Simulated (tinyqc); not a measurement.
# AlGaN/GaN HEMT with access regions, lumped model: what changes with what

A polarisation-induced electron sheet under a Schottky gate, in series with two ungated access regions and contacts. Drift law v = mu E/(1 + mu E/vs) under the gate. Currents in mA/mm, resistances in ohm mm. No self-heating, no channel-length modulation; fits for polarisation, barrier and offset are chosen for the exercise.

Inputs (values chosen for the exercise); values close to those of AlGaN/GaN structures:
- x = 0.21 (aluminium share of the barrier)
- d = 12 nm (barrier thickness)
- eps_r = 9.3 (relative permittivity of barrier and channel)
- mu = 1200 cm^2/(V s) (channel mobility)
- vs = 1.2e7 cm/s (saturation velocity)
- Lg = 0.5 um (gate length)
- Ls = 0.5 um (source access length)
- Ld = 2 um (drain access length)
- Rc = 0.39 ohm mm (resistance of each contact)
- ft = 0 (share of the drain-access electrons removed by traps)
- Vg = 0.5 V (gate voltage)
- Ec = 2.9 MV/cm (critical field)
- te = 0.37 um (depth over which the depleted charge spreads)
- tf = 50 nm (insulator under the field plate)
- ei = 7 (relative permittivity of that insulator)

Constants: q = 1.602176634e-19 C, eps0 = 8.8541878128e-14 F/cm where lengths are in cm. Results are converted to the units shown.

Each table varies one quantity; the others keep the values above.

## Effect of the share of the drain-access electrons removed by traps

sigma = (5e13 x + 1.6e13 x^2) cm^-2, phiB = 0.84 + 1.3 x, dEc = 0.7 (1.71 x + x^2) in volts, Cb = eps0 eps_r/d, VT = phiB - dEc - q sigma/Cb, access density n0 = -Cb VT/q. Access resistance R(L, n) = L/(q mu n sqrt(1 - (I/(q n vs))^2)); Rs = Rc + R(Ls, n0), Rd = Rc + R(Ld, (1 - ft) n0). Vg' = Vg - I Rs, Vd' = Vd - I (Rs + Rd); with u = Vg' - VT, Vc = vs Lg/mu and w the smaller of Vd' and Vc [sqrt(1 + 2 u/Vc) - 1] (0 if negative), the channel gives (mu Cb/Lg)(u w - w^2/2)/(1 + w/Vc). I equals that channel current. Isat is I at Vd = 10 V, gm = dIsat/dVg, Ron the limit of Vd/I at small Vd.

The same in every row: VT (V) = -1.786; n0 (cm^-2) = 7.648e12.

Effect of the share of the drain-access electrons removed by traps:
```
ft   Ron (ohm mm)  Isat (mA/mm)  gm (mS/mm)
0           2.746         689.1       362.1
0.1         2.897         689.1       362.1
0.2         3.086         689.1       362.1
0.3         3.329         689.1       362.1
0.4         3.653         689.1       362.1
0.5         4.106         689.1       362.1
0.6         4.786         574.1       1.349
0.7         5.920         431.3      0.3183
```

Read the table: what changes, and by how much?

As ft goes from 0 to 0.7, Ron rises from 2.75 to 5.92 ohm mm, Isat falls from 689 to 431 mA/mm and gm falls from 362 to 0.318 mS/mm. The ceiling Cb vs is 823 mS/mm. For ft = 0 to 0.6 the power passes 5 W/mm, where self-heating, left out here, lowers the current. For ft = 0.6 to 0.7 the gated channel is not yet saturated at 10 V, because the access regions take the voltage, and gm drops.

## Effect of the gate length

Same model as above.

The same in every row: VT (V) = -1.786; n0 (cm^-2) = 7.648e12.

Effect of the gate length:
```
Lg (um)  Ron (ohm mm)  Isat (mA/mm)  gm (mS/mm)
0.05            2.507         949.4       392.6
0.09            2.528         904.3       393.1
0.16            2.565         847.2       389.7
0.29            2.634         772.4       379.7
0.52            2.757         682.5       360.5
0.93            2.974         578.6       330.0
1.7             3.384         461.3       285.9
3               4.074         351.1       235.1
```

What does the table show?

As Lg goes from 0.05 to 3 um, Ron rises from 2.51 to 4.07 ohm mm, Isat falls from 949 to 351 mA/mm and gm goes from 392.6 through a maximum of 393.1 (at Lg = 0.09 um among the rows listed) to 235.1 mS/mm. The ceiling Cb vs is 823 mS/mm. For Lg = 0.05 to 0.93 um the power passes 5 W/mm, where self-heating, left out here, lowers the current.

## Field plate: effect of the aluminium share of the barrier

Off state: a depleted stretch that holds the voltage V has the peak field sqrt(k V), k = 2 q n0/(eps0 eps_r te), so one edge holds V1 = Ec^2/k. The sheet under the plate pinches off at Vf = q n0 (1/Cb + tf/(eps0 ei)); beyond it the gate edge is screened. BV = V1 if Vf >= V1, else Vf + V1, and at most Ec Ld.

The same in every row: Ec Ld (V) = 580.00.

Field plate: effect of the aluminium share of the barrier:
```
x     Vf (V)  V1 (V)  BV (V)
0.14  5.6659  215.36  221.03
0.18  9.0621  134.65  143.71
0.22  12.551  97.222  109.77
0.26  16.133  75.637  91.770
0.3   19.807  61.606  81.413
0.34  23.574  51.761  75.335
0.38  27.434  44.478  71.913
```

BV falls from 221 to 71.9 V. The plate helps (Vf < V1) in 7 of the 7 rows, and the access length caps BV in 0. More sheet charge lowers Ron but steepens the field, so V1 falls.

Computed by the program tinyqc: `OMP_NUM_THREADS=1 python tinyqc.py 2570012 2570013 out.jsonl`, one thread of a shared Intel Xeon 2.30GHz, about 0.01 s for the whole run.
